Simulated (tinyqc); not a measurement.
Worked calculation: Hubbard ring of 3 sites. One step of it, computed by the program tinyqc.

Task: Mean-field iteration 1. H(up) = T + U n(down), H(down) = T + U n(up); fill the lowest levels; n(new) = n + mixing (n(out) - n); E = tr T (rho up + rho down) + U sum n_up n_down of the output.

one-body matrix (hopping and site energies) (eV), order 1, 2, 3:
$$\begin{pmatrix}
0.000000 & -0.760000 & -0.760000 \\
-0.760000 & 0.000000 & -0.760000 \\
-0.760000 & -0.760000 & 0.000000
\end{pmatrix}$$

U = 0.600000 eV

electrons, up and down: [2, 2]

mixing = 0.200000

n(up) at the start (a guess, not normalised): 1 1.000000, 2 0.217000, 3 1.000000

n(down) at the start (a guess): 1 0.217000, 2 1.000000, 3 0.217000

Give: levels, up; levels, down; energy; n(up) after iteration 1; n(down) after iteration 1.

Result:

levels, up (eV): [-1.253, 0.890, 1.223]

levels, down (eV): [-1.099, 1.070, 1.360]

energy = -0.826 eV

n(up) after iteration 1: 1 0.975, 2 0.224, 3 0.975

n(down) after iteration 1: 1 0.274, 2 1.000, 3 0.274
